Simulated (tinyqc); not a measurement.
## Permittivity and interface capacitance from two thicknesses

Question. 1/C = t/(eps0 ek) + 2/ci for planar capacitors that differ only in thickness. Find ek, ci and the EOT of the interfaces, 2 x 3.9 eps0/ci.

Constants: eps0 = 8.8541878128e-14 F/cm where lengths are in cm. Results are converted to the units shown.

C at t = 4.4 and 13 nm (uF/cm^2): [3.8209570, 1.5452421]

Solution. 1/C is a straight line in t: the slope gives ek and the intercept 2/ci. A single thickness would give only the effective permittivity; when the interfaces are a small part of 1/C, ci needs very accurate data.

ek = 25.20
ci = 31.00 uF/cm^2
EOT of the interfaces = 0.2228 nm

tinyqc, about 0.01 s, one thread, Intel Xeon 2.30GHz (shared host): `OMP_NUM_THREADS=1 python tinyqc.py 2102016 2102017 out.jsonl`
